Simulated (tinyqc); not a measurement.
# p-type polysilicon, carrier trapping at grain boundaries: effect of the doping

One-dimensional grains of size Lg, uniform ionised doping N, monovalent traps Qt at each boundary at a depth Et below (for electrons) or above (for holes) the band edge there, abrupt depletion of width W on each side of a boundary, Boltzmann statistics. xi is the distance from the band edge at the grain centre to the Fermi level. Trapped charge Qt/(1 + exp((xi + VB - Et)/Vt)) = 2 N W, barrier VB = q N W^2/(2 eps0 eps_r).

If the trap equation with xi = Vt ln(NB/N) has a root W < Lg/2, the grain is partly depleted; otherwise W = Lg/2 and the trap equation gives xi = Et - VB + Vt ln(Qt/(N Lg) - 1). N* = Qt/Lg. n0 = NB exp(-xi/Vt); mean density n0 (1 - 2 W/Lg) by charge balance in a partly depleted grain, and n0 (sqrt(pi)/2) erf(u)/u with u = sqrt(VB/Vt) in a fully depleted one; v = sqrt(kB T/(2 pi ms m0)); barrier resistivity Vt exp(VB/Vt)/(q fe n0 v Lg); grain resistivity (1 - 2 W/Lg)/(q n0 mug); effective mobility 1/(q mean density total resistivity). Rows with xi above 0.45 V, towards mid-gap, are left out, since the other carrier type is ignored.

Parameters, values chosen for the exercise; values of the order met in polycrystalline silicon: temperature T = 400 K; relative permittivity eps_r = 11.7; valence-band density of states at T NB = 4.08e19 cm^-3; grain size Lg = 19 nm; trap density of a grain boundary Qt = 9.6e11 cm^-2; depth of the trap level from the majority band edge at the boundary Et = 0.35 eV; mass for thermionic emission ms = 0.36 m0; correction factor of the emission rate fe = 0.12; mobility inside the grains mug = 230 cm^2/(V s).

Constants: q = 1.602176634e-19 C, kB = 1.380649e-23 J/K, m0 = 9.1093837015e-31 kg, Vt = kB T/q, eps0 = 8.8541878128e-14 F/cm where lengths are in cm. Results are converted to the units shown.

Result of one run:

| N/N* | depleted share 2 W/Lg | VB (V) | xi (V) | mean density (cm^-3) | resistivity (ohm cm) | effective mobility (cm^2/(V s)) |
|---|---|---|---|---|---|---|
| 0.09896 | 1.000 | 0.003489 | 0.4226 | 1.867e14 | 1045 | 31.99 |

Which doping N gave this result: 5e16, 3.9e17, 1.6e18, 3.1e18 or 6.2e18 cm^-3?

N = 5e16 cm^-3.

The whole series:

| N (cm^-3) | N/N* | depleted share 2 W/Lg | VB (V) | xi (V) | mean density (cm^-3) | resistivity (ohm cm) | effective mobility (cm^2/(V s)) |
|---|---|---|---|---|---|---|---|
| 5e16 | 0.09896 | 1.000 | 0.003489 | 0.4226 | 1.867e14 | 1045 | 31.99 |
| 1e17 | 0.1979 | 1.000 | 0.006979 | 0.3913 | 4.493e14 | 465.1 | 29.87 |
| 2e17 | 0.3958 | 1.000 | 0.01396 | 0.3506 | 1.373e15 | 175.2 | 25.96 |
| 3.9e17 | 0.7719 | 1.000 | 0.02722 | 0.2808 | 9.338e15 | 33.92 | 19.70 |
| 7.8e17 | 1.544 | 0.6452 | 0.02266 | 0.1364 | 2.767e17 | 0.4633 | 48.68 |
| 1.6e18 | 3.167 | 0.3154 | 0.01111 | 0.1116 | 1.095e18 | 0.1688 | 33.75 |
| 3.1e18 | 6.135 | 0.1629 | 0.005740 | 0.08884 | 2.595e18 | 0.07678 | 31.33 |
| 6.2e18 | 12.27 | 0.08147 | 0.002872 | 0.06494 | 5.695e18 | 0.03597 | 30.47 |
| 1.2e19 | 23.75 | 0.04210 | 0.001484 | 0.04218 | 1.149e19 | 0.01802 | 30.13 |

As N goes from 5e16 to 1.2e19, VB goes from 0.00349 through a maximum of 0.0272 (at N = 3.9e17 among the rows listed) to 0.00148 V, the resistivity falls from 1050 to 0.0180 ohm cm and the effective mobility moves up and down between 19.7 and 48.7 cm^2/(V s). The steepest fall of the resistivity among the rows, as N^(-6.2), lies between N = 3.9e17 and 7.8e17 cm^-3; N* = 5.05e17 cm^-3. While the grain is fully depleted VB grows as N; once the traps are full it falls as 1/N. For N = 6.2e18, 1.2e19 xi is under 2.5 Vt, where Boltzmann statistics begin to fail. In every row VB is below Vt, where abrupt depletion and thermionic emission are rough. For N = 7.8e17 the grain is near the changeover between partial and full depletion, within a few Debye lengths, where both limits are rough.

tinyqc, about 0.01 s, one thread, Intel Xeon 2.30GHz (shared host): `OMP_NUM_THREADS=1 python tinyqc.py 2830253 2830254 out.jsonl`
